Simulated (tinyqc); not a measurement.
Film and buried-oxide thickness from two coupling ratios.

Problem. In a depleted film -dVT/dVb is k1 = Cs Cbox/(Cox (Cs + Cbox)) for a front channel and k2 = Cbox (Cox + Cs)/(Cox Cs) for a back channel, with Cox = eps0 eox/tox, Cs = eps0 eps_r/ts, Cbox = 3.9 eps0/tb. Find ts and tb.

Values chosen for this exercise; band and dielectric values close to those of germanium: relative permittivity eps_r = 16; relative permittivity of the gate insulator (close to aluminium oxide) eox = 9.16; insulator thickness tox = 2.6 nm.

coupling ratios for a front and a back channel: 0.011449787  0.029356441

Solution. With y = Cox/Cs and z = Cox/Cbox, 1/k1 = y + z and k2 = (1 + y)/z, so y = (k2/k1 - 1)/(1 + k2); the thicknesses follow from y and z.

ts = 6.90 nm
tb = 95.0 nm

Program tinyqc, `OMP_NUM_THREADS=1 python tinyqc.py 2190077 2190078 out.jsonl`; Intel Xeon 2.30GHz, shared host, one thread, about 0.4 s.
